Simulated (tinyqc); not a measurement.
# The weight eta from points of equal mobility

Problem. If the mobility depends on E = q (Ndep + eta Ns)/(eps0 eps_r) alone, two points of equal mobility on its falling branch have equal E. Find eta and E.

Parameters, values chosen for the exercise:
- eps_r = 11.6 (relative permittivity of the semiconductor)

Constants: q = 1.602176634e-19 C, eps0 = 8.8541878128e-14 F/cm where lengths are in cm. Results are converted to the units shown.

Ndep at two body biases (cm^-2): 1.6770694e12  2.7605227e12
Ns at which the mobility is the same (cm^-2): 1.2e13  9.2219145e12

Solution. eta is the ratio of the differences of Ndep and Ns.

eta = 0.3900
E = 0.9917 MV/cm

tinyqc, about 0.01 s, one thread, Intel Xeon 2.30GHz (shared host): `OMP_NUM_THREADS=1 python tinyqc.py 2510132 2510133 out.jsonl`
